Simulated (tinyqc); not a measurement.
What each change does: thin (001) film in sp3s* tight binding with raised dangling bonds.

Planes alternate anion (a), cation (c) along [001], a/4 apart, starting with an anion; zero in-plane momentum; levels counted from the bulk Ev, the lower root of [[Epa, Vxx], [Vxx, Epc]]; no spin-orbit coupling. Block of s, pz, s*: from an anion to the cation above, Vss/2 (s,s), Vsapc/2 (s,z), -Vscpa/2 (z,s), Vxx/2 (z,z), Vxapc/2 (s*,z), -Vpaxc/2 (z,s*); to the cation below the same with the s-z and s*-z signs reversed. Block of u = (px + py)/sqrt2 and v = (px - py)/sqrt2: to the cation above (Vxx + Vxy)/2 for u and (Vxx - Vxy)/2 for v, to the cation below the reverse. Each surface atom has two dangling sp3 hybrids; raising both by dl adds (dl/2) [[1, t], [t, 1]] to its s, pz levels (t = -1 at the bottom face, +1 at the top) and dl to the one of u, v in whose plane the missing bonds lie (v for a bottom anion or a top cation, u for a top anion).

Inputs chosen for the exercise (out of a larger set: near a published set for AlAs, fitted to gaps, whose masses and valley positions are rough; not measured data):
- p = (-7.504, 0.984, -1.159, 3.61, 7.533, 6.752, -6.683, 1.88, 4.296, 5.149, 5.472, 4.506, 5.003) eV (order Esa, Epa, Esc, Epc, Exa, Exc, Vss, Vxx, Vxy, Vsapc, Vscpa, Vxapc, Vpaxc)
- Nw = 29 (planes in the thicker film)
- dp = 30 eV (value of dl for the passivated films)

edges (eV): Gamma 3.06240, Delta 2.30997

A film of Nw planes with shift dp: highest level below mid-gap (half the lower bulk edge) and the two lowest above.

One parameter was then changed.

Results before and after:
```
case     Ev1 (eV)  Ec1 (eV)  Ec2 (eV)
base      -0.0327    2.3246    2.3278
changed   -0.0257    2.3225    2.3227
```

Which of these changes was made? (a) Nw = 33; (b) dp = 60 eV.
Answer: (a) Nw = 33. Of the candidates, run in turn, only this one gives the changed row.

All candidates:
```
case        Ev1 (eV)  Ec1 (eV)  Ec2 (eV)
base         -0.0327    2.3246    2.3278
Nw = 33      -0.0257    2.3225    2.3227
dp = 60 eV   -0.0326    2.3246    2.3278
```

An odd change of Nw also changes which atoms end the film, so levels need not move as thickness alone would move them; the row for dp shows how far the passivation is from converged.

Run: tinyqc, `OMP_NUM_THREADS=1 python tinyqc.py 1452335 1452336 out.jsonl`; Intel(R) Xeon(R) Processor @ 2.30GHz, one thread, shared host; about 0.4 s of CPU time with all checks.
